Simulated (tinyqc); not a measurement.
RKS/PBE in the sto-3g basis, for H4, spin multiplicity 1, step by step. One step of it, computed by the program tinyqc.

Question. Iteration 1: building the Kohn-Sham matrix. J_ij = sum D_kl (ij|kl); F = H + J + V_xc; E = tr D H + tr D J / 2 + E_xc + E_nn.

D at the start, lower triangle:
```
,1H 1s,2H 1s,3H 1s,4H 1s
1H 1s,1.959067
2H 1s,-1.511314,1.188015
3H 1s,0.155276,-0.281049,1.188015
4H 1s,0.068393,0.155276,-1.511314,1.959067
```

core Hamiltonian H = T + V (hartree), lower triangle:
```
,1H 1s,2H 1s,3H 1s,4H 1s
1H 1s,-1.166944
2H 1s,-0.612083,-1.305275
3H 1s,-0.018125,-0.174007,-1.305275
4H 1s,-0.000937,-0.018125,-0.612083,-1.166944
```

Two-electron integrals (ij|kl) in chemists' order, unique and non-zero (hartree):
```
i,j,k,l,(ij|kl)
1,1,1,1,0.774606
2,1,1,1,0.215020
2,1,2,1,0.083028
2,2,1,1,0.408911
2,2,2,1,0.215020
2,2,2,2,0.774606
3,1,1,1,0.003056
3,1,2,1,0.001451
3,1,2,2,0.004856
3,1,3,1,0.000039
3,2,1,1,0.025311
3,2,2,1,0.012859
3,2,2,2,0.048272
3,2,3,1,0.000441
3,2,3,2,0.005628
3,3,1,1,0.159918
3,3,2,1,0.073584
3,3,2,2,0.254255
3,3,3,1,0.003056
3,3,3,2,0.048272
3,3,3,3,0.774606
4,1,1,1,0.000098
4,1,2,1,0.000048
4,1,2,2,0.000175
4,1,3,1,1.64e-06
4,1,3,2,0.000021
4,1,3,3,0.000175
4,1,4,1,7.77e-08
4,2,1,1,0.001753
4,2,2,1,0.000845
4,2,2,2,0.003056
4,2,3,1,0.000032
4,2,3,2,0.000441
4,2,3,3,0.004856
4,2,4,1,1.64e-06
4,2,4,2,0.000039
4,3,1,1,0.050214
4,3,2,1,0.022282
4,3,2,2,0.073584
4,3,3,1,0.000845
4,3,3,2,0.012859
4,3,3,3,0.215020
4,3,4,1,0.000048
4,3,4,2,0.001451
4,3,4,3,0.083028
4,4,1,1,0.116508
4,4,2,1,0.050214
4,4,2,2,0.159918
4,4,3,1,0.001753
4,4,3,2,0.025311
4,4,3,3,0.408911
4,4,4,1,0.000098
4,4,4,2,0.003056
4,4,4,3,0.215020
4,4,4,4,0.774606
```

nuclear repulsion = 1.54960821 hartree

V_xc (hartree), lower triangle:
```
,1H 1s,2H 1s,3H 1s,4H 1s
1H 1s,-0.469566
2H 1s,-0.125915,-0.392100
3H 1s,-0.002298,-0.028397,-0.392100
4H 1s,-0.000091,-0.002298,-0.125915,-0.469566
```

E_xc = sum of w rho eps_xc = -1.56230595 hartree

Give: Coulomb J; Kohn-Sham matrix F; total energy of this density.

Answer.

Coulomb J (hartree), lower triangle:
```
,1H 1s,2H 1s,3H 1s,4H 1s
1H 1s,1.607
2H 1s,0.538,1.440
3H 1s,0.012,0.133,1.440
4H 1s,0.000,0.012,0.538,1.607
```

Kohn-Sham matrix F (hartree), lower triangle:
```
,1H 1s,2H 1s,3H 1s,4H 1s
1H 1s,-0.029
2H 1s,-0.200,-0.258
3H 1s,-0.009,-0.069,-0.258
4H 1s,-0.001,-0.009,-0.200,-0.029
```

total energy of this density = -0.69983 hartree
